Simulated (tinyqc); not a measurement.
UHF in the sto-3g basis, for H4, spin multiplicity 3, step by step. This run ends on a higher stationary point, not on the lowest solution. Computed by tinyqc, a small Python program that keeps every step (integrals from PySCF). Settings: charge = 0, multiplicity = 3, basis = sto-3g, energy threshold = 1e-09, iteration cap = 84, orthogonalisation = symmetric, start = Wolfsberg-Helmholz matrix, DIIS depth = 0, damping = 0.7, method = UHF. Command: `OMP_NUM_THREADS=1 python tinyqc.py 30118 30119 out.jsonl` (the two numbers bound the seeds that draw the settings). One thread of a shared host (Intel(R) Xeon(R) Processor @ 2.60GHz), about 0.1 s of CPU time with the checks.

Geometry (angstrom):
```
atom         x         y         z
H     0.000000  0.000000  0.000000
H     0.000000  0.000000  0.764000
H     0.000000  0.000000  1.935000
H     0.000000  0.000000  2.699000
```

Stop when the energy changes by less than 1e-09 hartree and every element of the error matrix X^T (F D S - S D F) X (for each spin) is below 9e-06.

Course of the cycle:
```
iteration  E (hartree)     change  largest element of the error matrix
1          -1.69882230          -                             4.31e-02
2          -1.70053079  -1.71e-03                             3.39e-02
3          -1.70194353  -1.41e-03                             2.68e-02
4          -1.70307683  -1.13e-03                             2.12e-02
5          -1.70396681  -8.90e-04                             1.68e-02
6          -1.70465481  -6.88e-04                             1.34e-02
7          -1.70518030  -5.25e-04                             1.07e-02
8          -1.70557788  -3.98e-04                             8.53e-03
9          -1.70587637  -2.98e-04                             6.84e-03
10         -1.70609905  -2.23e-04                             5.50e-03
11         -1.70626430  -1.65e-04                             4.43e-03
12         -1.70638637  -1.22e-04                             3.57e-03
13         -1.70647619  -8.98e-05                             2.89e-03
14         -1.70654206  -6.59e-05                             2.34e-03
...                ...        ...                                  ...
35         -1.70671737  -6.53e-08                             3.87e-05
36         -1.70671742  -4.65e-08                             3.22e-05
37         -1.70671745  -3.31e-08                             2.67e-05
38         -1.70671747  -2.35e-08                             2.22e-05
39         -1.70671749  -1.67e-08                             1.84e-05
40         -1.70671750  -1.19e-08                             1.53e-05
41         -1.70671751  -8.43e-09                             1.27e-05
42         -1.70671752  -5.98e-09                             1.05e-05
43         -1.70671752  -4.24e-09                             8.75e-06
44         -1.70671752  -3.01e-09                             7.26e-06
45         -1.70671752  -2.13e-09                             6.03e-06
46         -1.70671753  -1.51e-09                             5.00e-06
47         -1.70671753  -1.07e-09                             4.15e-06
48         -1.70671753  -7.58e-10                             3.44e-06
```

Can the last value be used, and what does the course show?

No, though the log alone does not show it. Converged in 48 iterations. But the solution lies 0.00170 hartree above the reference: it is another stationary point, not the lowest one. Reruns (cap 100 unless said): DIIS 8: converged in 6 to a higher stationary point; damping 0.5: converged in 27 to a higher stationary point; level shift 0.5: converged in 17 to a higher stationary point; atomic densities as start, DIIS 8: converged in 8 to a higher stationary point. PySCF UHF in the same basis, after a stability check = -1.70841350 hartree.
